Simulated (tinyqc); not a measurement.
Elastic trap-assisted tunnelling through a dielectric: two steps of the calculation.

Emitter at x = 0 (Fermi level 0), collector at x = t (Fermi level -V), band edge U(x) = phi - F x, F = V/t. A trap at x has the energy E = U(x) - Et. With G(u) = (4/(3 F)) sqrt(mo/C) max(u, 0)^1.5, C = hbar^2/(2 m0): S1 = G(phi - E) - G(Et), S2 = G(Et) - G(phi - V - E), T1,2 = exp(-S1,2). The steady rate through one trap is nu T1 T2 (f1 - f2)/(T1 + T2), f1 = f(E), f2 = f(E + V), f(y) = 1/(1 + exp(y/Vt)); both contacts offer states at E.

Values chosen for this exercise; dielectric values close to those of silicon dioxide: temperature T = 350 K; barrier above the emitter Fermi level phi = 3.08 eV; tunnelling mass mo = 0.52 m0; thickness t = 4 nm; trap depth below the band edge of the dielectric Et = 2.64 eV; trap density Nt = 5.5e18 cm^-3; attempt frequency nu = 1e13 1/s; points of the grid n = 13; voltage V = 1.82 V; left end of the grid xa = 1.31 nm; right end of the grid xb = 2.31 nm.

Constants: q = 1.602176634e-19 C, kB = 1.380649e-23 J/K, hbar = 1.054571817e-34 J s, m0 = 9.1093837015e-31 kg, Vt = kB T/q, hbar^2/(2 m0) = 0.0380998212 eV nm^2. Results are converted to the units shown.

Question 1. Rate through a trap near the best position. n equally spaced x from xa to xb, where nearly all of the current flows; J = q Nt times the integral of the rate, by Simpson's rule.

Find: x; E; S1; S2; f1 - f2; rate; J.

Answer 1.

| point | x (nm) | E (eV) | S1 | S2 | f1 - f2 | rate (1/s) |
|---|---|---|---|---|---|---|
| 0 | 1.310 | -0.1560 | 16.58 | 28.20 | 0.9944 | 5.655 |
| 1 | 1.393 | -0.1940 | 17.69 | 27.46 | 0.9984 | 11.87 |
| 2 | 1.477 | -0.2319 | 18.81 | 26.71 | 0.9995 | 25.08 |
| 3 | 1.560 | -0.2698 | 19.94 | 25.95 | 0.9999 | 53.37 |
| 4 | 1.643 | -0.3077 | 21.07 | 25.19 | 1.000 | 113.3 |
| 5 | 1.727 | -0.3456 | 22.20 | 24.41 | 1.000 | 225.3 |
| 6 | 1.810 | -0.3836 | 23.35 | 23.63 | 1.000 | 312.5 |
| 7 | 1.893 | -0.4215 | 24.49 | 22.83 | 1.000 | 193.6 |
| 8 | 1.977 | -0.4594 | 25.65 | 22.03 | 1.000 | 70.66 |
| 9 | 2.060 | -0.4973 | 26.81 | 21.22 | 1.000 | 22.63 |
| 10 | 2.143 | -0.5352 | 27.98 | 20.40 | 1.000 | 7.061 |
| 11 | 2.227 | -0.5731 | 29.15 | 19.57 | 1.000 | 2.184 |
| 12 | 2.310 | -0.6110 | 30.33 | 18.73 | 1.000 | 0.6713 |

J = 7.586e-6 A/cm^2

Question 2. The best-placed trap against direct tunnelling. At x = xs: E, S1, S2 and the occupation (T1 f1 + T2 f2)/(T1 + T2). Direct tunnelling at E = 0 has S = (4/(3 F)) sqrt(mo/C) [phi^1.5 - max(phi - V, 0)^1.5].

xs = 1.81 nm

Wanted: E; S1; S2; occupation; S of direct tunnelling.

Answer 2.

E = -0.38355 eV
S1 = 23.345
S2 = 23.627
occupation = 0.57006
S of direct tunnelling = 43.207

Range of the model: Phonon-assisted (inelastic) capture, chains of traps and a spread of trap depths are left out.

Program tinyqc, `OMP_NUM_THREADS=1 python tinyqc.py 2370010 2370011 out.jsonl`; Intel Xeon 2.30GHz, shared host, one thread, about 0.04 s.
